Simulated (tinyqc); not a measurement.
## The weight eta from points of equal mobility

Problem. If the mobility depends on E = q (Ndep + eta Ns)/(eps0 eps_r) alone, two points of equal mobility on its falling branch have equal E. Find eta and E.

Parameters, values chosen for the exercise: relative permittivity of the semiconductor eps_r = 11.7.

Constants: q = 1.602176634e-19 C, eps0 = 8.8541878128e-14 F/cm where lengths are in cm. Results are converted to the units shown.

Ndep at two body biases (cm^-2): [2.9692874e12, 4.7323258e12]
Ns at which the mobility is the same (cm^-2): [1.7e13, 1.1962747e13]

Answer. eta is the ratio of the differences of Ndep and Ns.

eta = 0.350
E = 1.38 MV/cm

tinyqc, about 0.01 s, one thread, Intel Xeon 2.30GHz (shared host): `OMP_NUM_THREADS=1 python tinyqc.py 2510034 2510035 out.jsonl`
